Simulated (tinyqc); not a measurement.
## Gap voltage and exponent from three temperatures

Inverse problem. At constant current VBE(T) = Vg0 - a T - eta (kB T/q) ln T, where a is a constant. Find Vg0, eta and dVBE/dT at the middle temperature.

Constants: q = 1.602176634e-19 C, kB = 1.380649e-23 J/K. Results are converted to the units shown.

T (K): [233, 300, 330]
VBE at a constant current (V): [0.7976122626, 0.6663281367, 0.6062298865]

Solution. The relation is linear in Vg0, a and eta, so three points give a linear system; the slope is (VBE - Vg0 - eta kB T/q)/T. eta rests on the curvature of VBE(T) alone, so real fits need accuracy of some tens of microvolts or better.

Vg0 = 1.186 V
eta = 3.000
dVBE/dT = -1.991 mV/K

Numbers from tinyqc (`OMP_NUM_THREADS=1 python tinyqc.py 2062184 2062185 out.jsonl`; about 0.02 s on one thread of a shared Intel Xeon 2.30GHz).
